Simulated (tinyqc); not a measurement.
Coherent potential approximation for a binary alloy with a semi-elliptic band, step by step. Values are carried at full precision from step to step, so a last printed digit may differ when a step is redone from the rounded ones.

Site levels eA = -x d (share 1 - x) and eB = (1 - x) d (share x), so that their mean, the virtual crystal, is 0. Pure band: G0(z) = 2 (z - sqrt(z - W) sqrt(z + W))/W^2 with principal roots, density -Im G/pi per site. The medium has a self-energy S(z), G = G0(z - S), z = E + i eta. t_i = (e_i - S)/(1 - (e_i - S) G); the CPA demands <t> = (1 - x) tA + x tB = 0. Iteration: start at S = 0, set S(new) = S + <t>/(1 + <t> G), stop when |<t>| < 1e-9 eV.

Constants: hbar = 6.58211957e-16 eV s.

Inputs chosen for the exercise:

| symbol | value | unit | meaning |
|---|---|---|---|
| W | 2.6 | eV | half width of the pure band |
| x | 0.44 |  | fraction of B |
| d | 2.87 | eV | eB - eA |
| eta | 0.052 | eV | broadening |
| E | 1.57 | eV | energy |

## First step: the average t-matrix

With S = 0 form G, tA, tB, <t> and the new S.

eA, eB (eV): -1.2628  1.6072

G = 0.45285-0.59807i 1/eV

tA, tB (eV): -0.6527-0.3136i  0.4383-1.5479i

<t> = -0.1727-0.8567i eV
S after one step = 0.6965-1.6081i eV

## The self-consistent medium

Iterate.

Iterations:

| i | S (eV) | G (1/eV) | \|<t>\| (eV) |
|---|---|---|---|
| 0 | 0.00000 | 0.45285-0.59807i | 0.874 |
| 1 | 0.69648-1.60809i | 0.11532-0.39577i | 1.37 |
| 2 | 1.32232-0.92481i | 0.04742-0.52987i | 0.277 |
| 3 | 1.05205-0.87020i | 0.10120-0.53052i | 0.0837 |
| 4 | 1.06383-0.95689i | 0.09479-0.51478i | 0.0294 |
| 5 | 1.08926-0.94262i | 0.09074-0.51859i | 0.00956 |
| 6 | 1.08179-0.93668i | 0.09240-0.51936i | 0.00311 |
| 7 | 1.08089-0.93966i | 0.09243-0.51876i | 0.00102 |
| ... | ... | ... | ... |
| 16 | 1.08172-0.93936i | 0.09229-0.51885i | 4.42e-08 |
| 17 | 1.08172-0.93936i | 0.09229-0.51885i | 1.45e-08 |
| 18 | 1.08172-0.93936i | 0.09229-0.51885i | 4.74e-09 |
| 19 | 1.08172-0.93936i | 0.09229-0.51885i | 1.55e-09 |
| 20 | 1.08172-0.93936i | 0.09229-0.51885i | 5.08e-10 |

S = 1.08172-0.93936i eV
G = 0.09229-0.51885i 1/eV

Converged at i = 20. The first step gave 0.6965-1.6081i eV.

## Densities on A and B, and the lifetime

G_i = G/(1 - (e_i - S) G); densities -Im G_i/pi; their weighted sum must be -Im G/pi. Lifetime hbar/(2 |Im S|), which has a meaning only while |Im S| is small against W. Weak-scattering value of S: x (1 - x) d^2 G.

densities (1/eV): on A 0.0368, on B 0.3285, weighted sum 0.1652, medium 0.1652

lifetime = 0.350 fs
weak-scattering S = 0.1873-1.0530i eV

A B site carries the larger density here, by a factor 8.92; the weak-scattering value is 63 % from S.

## Checks

- Weighted sum of the partial densities against the density of the medium: both 0.16516.

tinyqc: `OMP_NUM_THREADS=1 python tinyqc.py 1452855 1452856 out.jsonl`; about 0.01 s, one thread, shared Intel(R) Xeon(R) Processor @ 2.30GHz.
